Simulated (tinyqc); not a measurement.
Bandgap voltage reference from two bipolar transistors: effect of the offset of the amplifier.

Two transistors of area 1 and N carry the same current I. Is(T) = Is (T/T0)^eta exp[(Vg0 q/kB)(1/T0 - 1/T)], VBE1 = Vt ln(I/Is(T)) + I rb, VBE2 = Vt ln(I/(N Is(T))) + I rb/N. The amplifier forces I R1(T) = VBE1 - VBE2 + Vos, with R(T) = R (1 + tc (T - T0)) for both resistors, and the output is Vref = VBE1 + I R2(T). Base currents and the Early effect are neglected.

Vt = kB T/q; I = (Vt ln N + Vos)/(R1(T) - rb (1 - 1/N)). Box coefficient: span of Vref between 233 and 398 K over its average over T and over 165 K. The last column is the R2 that gives zero slope at T0.

Values chosen for this exercise; values of the order met in silicon bipolar transistors:
```
symbol    value   unit                                                   meaning
T0          300      K                                     reference temperature
Vg0       1.183      V                      band-gap voltage extrapolated to 0 K
eta         3.6                   temperature exponent of the saturation current
Is      1.9e-17      A           saturation current of the unit transistor at T0
N            24                              area ratio of the second transistor
R1           37   kohm  resistor across which the difference of VBE falls, at T0
tc            0  ppm/K                 temperature coefficient of both resistors
rb            0    ohm                  series resistance of the unit transistor
R2        271.7   kohm                                     output resistor at T0
```

Constants: q = 1.602176634e-19 C, kB = 1.380649e-23 J/K. Results are converted to the units shown.

Effect of the offset of the amplifier:
```
Vos (mV)  I at T0 (uA)  Vref at T0 (V)  slope at T0 (uV/K)  box coefficient (ppm/K)  R2 for zero slope (kohm)
-5               2.085           1.224               39.90                    27.86                     266.3
-3               2.139           1.239               39.79                    27.44                     266.3
-1               2.193           1.254               39.74                    27.07                     266.3
0                2.221           1.262               39.73                    26.90                     266.3
1                2.248           1.270               39.74                    26.74                     266.3
3                2.302           1.285               39.79                    26.46                     266.3
5                2.356           1.300               39.88                    26.20                     266.3
```

As Vos goes from -5 to 5, Vref rises from 1.224 to 1.300 V and the box coefficient falls from 27.9 to 26.2 ppm/K. Each mV of offset moves Vref by 7.66 mV, about R2/R1 = 7.34 plus the change of VBE1 with the current.

Numbers from tinyqc (`OMP_NUM_THREADS=1 python tinyqc.py 2062047 2062048 out.jsonl`; about 0.02 s on one thread of a shared Intel Xeon 2.30GHz).
